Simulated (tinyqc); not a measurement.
Input admittance of a MOSFET at zero drain bias: distributed channel and distributed gate: one step of the calculation.

Source and drain grounded, strong inversion, w = 2 pi f, Cox = eps0 eox/tox. The channel is an RC line of resistance 1/(mu Cox Vo) per square fed from both ends, so one finger has the intrinsic admittance y = i w Cox L tanh(g)/g per width, g = (1/2) sqrt(i w tau), tau = L^2/(mu Vo). The vertical resistance rv/L is in series with y, the overlaps 2 i w Cov in parallel: y_t = 1/(1/y + rv/L) + 2 i w Cov. The gate strip is a line of Rsh/L per length loaded by y_t, so a finger has Y = y_t Wf tanh(k)/k, k = (Wf/sd) sqrt(y_t Rsh/L); the device has Nf Y.

Problem. Low-frequency resistances and capacitance. Low-frequency limits, with c = Cox L and ct = c + 2 Cov: R_strip = Rsh Wf/(3 sd^2 L Nf), R_ch = (c/ct)^2 L/(12 mu Cox Vo Wf Nf), R_vert = (c/ct)^2 rv/(L Wf Nf), C = ct Wf Nf.

Values chosen for this exercise; values of the order met in silicon radio-frequency transistors:
- eox = 3.9 (relative permittivity of the gate insulator (close to silicon dioxide))
- tox = 4.8 nm (insulator thickness)
- L = 0.14 um (channel length)
- Wf = 0.81 um (finger width)
- Nf = 16 (number of fingers)
- mu = 160 cm^2/(V s) (channel mobility)
- Vo = 0.25 V (gate overdrive)
- Rsh = 3.1 ohm/square (sheet resistance of the gate)
- rv = 0 ohm um^2 (vertical resistivity of the gate stack)
- sd = 1 (number of ends at which a finger is contacted)
- Cov = 0.38 fF/um (overlap and fringe capacitance on each side)

Constants: eps0 = 8.8541878128e-14 F/cm where lengths are in cm. Results are converted to the units shown.

Find: parts; sum; C; 1/(2 pi R C).

Solution.

parts (ohm): strip 0.3737, channel 10.16, vertical 0
sum = 10.54 ohm
C = 22.90 fF
1/(2 pi R C) = 659.6 GHz

The channel term is the largest, 96.5 % of the sum.

Numbers from tinyqc (`OMP_NUM_THREADS=1 python tinyqc.py 2262011 2262012 out.jsonl`; about 0.01 s on one thread of a shared Intel Xeon 2.30GHz).
